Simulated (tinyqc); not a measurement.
Leakage through a gate insulator: direct, Fowler-Nordheim, trap-assisted and Poole-Frenkel currents: one step, computed by the program tinyqc.

Electrons enter from the cathode Fermi level at x = 0; the conduction band of the insulator lies phi_b - e F x above it, F = V/t. WKB exponents use a parabolic band with mass m.

Task: One trap at several depths. For a level a distance phi(x) below the band, the WKB exponent is 2 int kappa dx with kappa = sqrt(m phi/(hbar^2/2m_0)); for a linear barrier from phi_1 down to phi_2 = max(phi_1 - e F d, 0) it is G = (4/3) sqrt(m/(hbar^2/2m_0)) (phi_1^(3/2) - phi_2^(3/2))/(e F). A trap at depth x lies phi_t below the band. Capture: tunnel at the cathode Fermi level from 0 to x (G_in from phi_1 = phi_b), rate nu_0 exp(-G_in - E_c/k_B T) with E_c = E_a + max(phi_b - phi_t - e F x, 0), the last term being the height of the trap above the cathode Fermi level. Emission: tunnel from the trap level to the anode (G_out from phi_1 = phi_t over t - x), rate nu_0 exp(-G_out - E_a/k_B T). Re-emission to the cathode follows from detailed balance, rate_back = rate_in exp(dE/k_B T) with dE = phi_b - phi_t - e F x. Each trap passes R = rate_in rate_out/(rate_in + rate_back + rate_out) electrons per second; filling from the anode is left out. Depths: t times 0.08, 0.2, 0.32, 0.44, 0.56, 0.68, 0.8 and 0.92, rounded to 0.01 nm.

Inputs (values chosen for the exercise, with an insulator like SiO2):
```
quantity                        value  unit
thickness t                       3.9    nm
barrier phi_b                    3.23    eV
tunnelling mass m                0.41   m_0
voltage across the insulator V    1.1     V
trap depth phi_t                  1.5    eV
attempt rate nu_0               3e+13   1/s
activation of capture E_a       0.071    eV
temperature T                     200     K
```

Constants: k_B = 8.617333262e-05 eV/K; hbar^2/(2 m_0) = 3.80998212 eV angstrom^2.

Give: Rates.

Result:

Rates:
```
x (nm)   G_in  G_out  E_c (eV)  rate in (1/s)  rate back (1/s)  rate out (1/s)    R (1/s)
0.31     3.63  23.21     1.714      5.254e-32        1.292e+10       4.048e+01  1.646e-40
0.78     9.04  20.92     1.581      5.154e-31        5.788e+07       4.011e+02  3.572e-36
1.25    14.33  18.36     1.448      5.689e-30        2.917e+05       5.155e+03  9.880e-32
1.72    19.50  15.58     1.316      7.082e-29        1.658e+03       8.389e+04  6.945e-29
2.18    24.44  12.63     1.186      9.417e-28        1.186e+01       1.588e+06  9.417e-28
2.65    29.36   9.43     1.054      1.501e-26        8.629e-02       3.919e+07  1.501e-26
3.12    34.16   6.03     0.921      2.724e-25        7.150e-04       1.171e+09  2.724e-25
3.59    38.82   2.45     0.788      5.650e-24        6.770e-06       4.189e+10  5.650e-24
```

The most effective of these traps sits at 3.59 nm, 92 % of the way; where rate back exceeds rate out, re-emission drains the trap, and elsewhere the slower forward step limits R.
